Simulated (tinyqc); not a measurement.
Capacitance of parallel on-chip lines from Laplace's equation on a mesh: two steps of the calculation.

Cross-section of an endless row of equal lines between two grounded planes; neighbours are driven in antiphase (+1 V and -1 V), so the plane midway between two lines is at 0 V. By symmetry one quarter is solved: x runs from the centre of a line (column 0, mirror) to that midplane (column 4, 0 V), y from the mid-height of the line (row 0, mirror) to the ground plane (row 4, 0 V). The line fills columns 0 to 2 and rows 0 to 2 at 1 V. Cells beside the line (below row 2) have e2, cells above have e1. Each link between nodes has the conductance g = mean permittivity of the two cells beside it (a cell beyond a mirror counts as 0), and the free nodes obey sum g (V_neighbour - V) = 0.

Values chosen for this exercise: relative permittivity above and below the lines e1 = 3.9; relative permittivity between the lines e2 = 7; over-relaxation factor om = 1.2.

Constants: eps0 = 8.8541878128e-12 F/m. Results are converted to the units shown.

Question 1. Relaxation sweep. One sweep visits the free nodes row by row from row 0, left to right, and replaces V by V + om (weighted mean of the neighbours - V), using new values at once.

V after sweep 1 (V):
```
           col 0      col 1      col 2      col 3      col 4
row 0  1.0000000  1.0000000  1.0000000  0.3000000  0.0000000
row 1  1.0000000  1.0000000  1.0000000  0.3900000  0.0000000
row 2  1.0000000  1.0000000  1.0000000  0.4502752  0.0000000
row 3  0.3000000  0.3900000  0.4170000  0.2601826  0.0000000
row 4  0.0000000  0.0000000  0.0000000  0.0000000  0.0000000
```

gx:
```
       col 0  col 1  col 2  col 3
row 0    3.5    3.5    3.5    3.5
row 1      7      7      7      7
row 2   5.45   5.45   5.45   5.45
row 3    3.9    3.9    3.9    3.9
row 4   1.95   1.95   1.95   1.95
```

gy:
```
       col 0  col 1  col 2  col 3  col 4
row 0    3.5      7      7      7    3.5
row 1    3.5      7      7      7    3.5
row 2   1.95    3.9    3.9    3.9   1.95
row 3   1.95    3.9    3.9    3.9   1.95
```

Find: V after sweep 2.

Answer 1.

V after sweep 2 (V):
```
        col 0   col 1   col 2   col 3   col 4
row 0  1.0000  1.0000  1.0000  0.4740  0.0000
row 1  1.0000  1.0000  1.0000  0.4993  0.0000
row 2  1.0000  1.0000  1.0000  0.4582  0.0000
row 3  0.4740  0.4893  0.4414  0.2179  0.0000
row 4  0.0000  0.0000  0.0000  0.0000  0.0000
```

Question 2. Capacitance per length. C = 4 eps0 sum g (difference of V)^2 over all links (twice the energy of the four quarters, line at 1 V). Plate estimate without fringing: eps0 [2 e1 w/hd + 2 e2 t/(s/2)], w = 4 hx, t = 4 hx, s/2 = 2 hx, hd = 2 hx.

converged V (V):
```
           col 0      col 1      col 2      col 3      col 4
row 0  1.0000000  1.0000000  1.0000000  0.4920374  0.0000000
row 1  1.0000000  1.0000000  1.0000000  0.4840746  0.0000000
row 2  1.0000000  1.0000000  1.0000000  0.4442612  0.0000000
row 3  0.4891161  0.4782322  0.4238127  0.2170185  0.0000000
row 4  0.0000000  0.0000000  0.0000000  0.0000000  0.0000000
```

gx:
```
       col 0  col 1  col 2  col 3
row 0    3.5    3.5    3.5    3.5
row 1      7      7      7      7
row 2   5.45   5.45   5.45   5.45
row 3    3.9    3.9    3.9    3.9
row 4   1.95   1.95   1.95   1.95
```

gy:
```
       col 0  col 1  col 2  col 3  col 4
row 0    3.5      7      7      7    3.5
row 1    3.5      7      7      7    3.5
row 2   1.95    3.9    3.9    3.9   1.95
row 3   1.95    3.9    3.9    3.9   1.95
```

Find: C; plate estimate.

Answer 2.

C = 485.08 aF/um
plate estimate = 386.04 aF/um

Program tinyqc, `OMP_NUM_THREADS=1 python tinyqc.py 2790108 2790109 out.jsonl`; Intel Xeon 2.30GHz, shared host, one thread, about 0.5 s.
